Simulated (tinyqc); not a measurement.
Compensation sets the slope of the freeze-out: donors with valley-orbit split 1s states.

Each donor binds at most one electron, in any of its states. For a site s, W_s = sum over its states of g exp(E/kT), and the ionised share is 1/(1 + W_s exp(eta)), eta = (EF - Ec)/kT; n = Nc F_1/2(eta); neutrality n + NA = ND x (mean ionised share); holes are neglected. Nc from N = 2 (m kB T/(4 pi c))^(3/2) with c = hbar^2/2m0, in 1/angstrom^3; times 1e24 for 1/cm^3, m = md. F_j(eta) = (1/Gamma(j + 1)) integral_0^infinity x^j dx/(1 + exp(x - eta)), which tends to exp(eta) for eta << 0.

Constants: hbar^2/2m0 = 3.80998211 eV angstrom^2; kB = 8.617333262e-05 eV/K.

Parameters, chosen for this exercise (near those of Sb in Si; the results hold for these values, not for the real material):
```
symbol  value               unit    meaning
md      1.048               m0      density-of-states mass of the conduction band
E       (42.4, 32.3, 30.1)  meV     binding energies of 1s(A1), 1s(T2), 1s(E)
g       (2, 6, 4)                   their degeneracies with spin
ND      2.5e+15             1/cm^3  donors
```

NA = K ND. The slope energy is -d ln(n T^(-p))/d(1/kT) between 30 and 36 K, with p = 3/4 for K = 0 and p = 3/2 otherwise.

Results:
```
K       n(30 K) (1/cm^3)  n(36 K) (1/cm^3)  slope energy (meV)
0               8.61e+12          3.72e+13               20.58
0.0010          7.45e+12          3.60e+13               20.18
0.010           2.66e+12          2.67e+13               31.50
0.050           5.63e+11          9.86e+12               40.17
0.20            1.19e+11          2.24e+12               41.26
0.50            2.98e+10          5.62e+11               41.33
```

Without acceptors the slope is 20.58 meV, against half the ground-state energy, 21.20; with K = 0.05 it is 40.17 meV, against the full 42.4. The full energy (less a few meV where excited levels lie within a few kT) shows where n is far below NA, since the acceptors then hold EF near the donor level: n(36 K)/NA is 14 for K = 0.001 and 0.079 for K = 0.05; for K = 0.001 the sample is still in or near the uncompensated regime, where p = 3/2 is the wrong power, so that slope means little.

Program tinyqc; command `OMP_NUM_THREADS=1 python tinyqc.py 1680790 1680791 out.jsonl`; about 0.01 s on one thread of a shared Intel(R) Xeon(R) Processor @ 2.30GHz.
